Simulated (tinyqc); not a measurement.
Sublattice potential against complex hopping: Haldane model. Computed by the program tinyqc. H_AA = delta - 2 t2 sum cos(k.b + phi), H_BB = -delta - 2 t2 sum cos(k.b - phi), H_AB = -t1 (1 + exp(-i k.a1) + exp(-i k.a2)), b = a1, a2 - a1, -a2, m = 3 sqrt3 t2 sin(phi); the sign of the Chern number follows the orientation k1 then k2.

Honeycomb lattice:

| parameter | value |
|---|---|
| t1 (eV) | 2.450000 |
| t2 (eV) | 0.480000 |
| phi (rad) | -1.160000 |

Gaps at the two valleys (eV) and Chern number of the lower band (12 x 12 mesh):

| delta | gap 2\|delta - m\| | gap 2\|delta + m\| | Chern number |
|---|---|---|---|
| -4.116 | 3.659 | 12.805 | 0 |
| -2.973 | 1.373 | 10.519 | 0 |
| -1.372 | 1.829 | 7.317 | 1 |
| 0.000 | 4.573 | 4.573 | 1 |
| 0.915 | 6.403 | 2.743 | 1 |
| 1.715 | 8.003 | 1.143 | 1 |
| 2.858 | 10.289 | 1.143 | 0 |
| 4.573 | 13.719 | 4.573 | 0 |

What does the comparison show, and why?

Here |m| = 2.2866 eV. For |delta| < |m| the two valleys have masses of opposite sign and the Chern number is +/-1; one gap closes at |delta| = |m|, and beyond it the band is trivial.
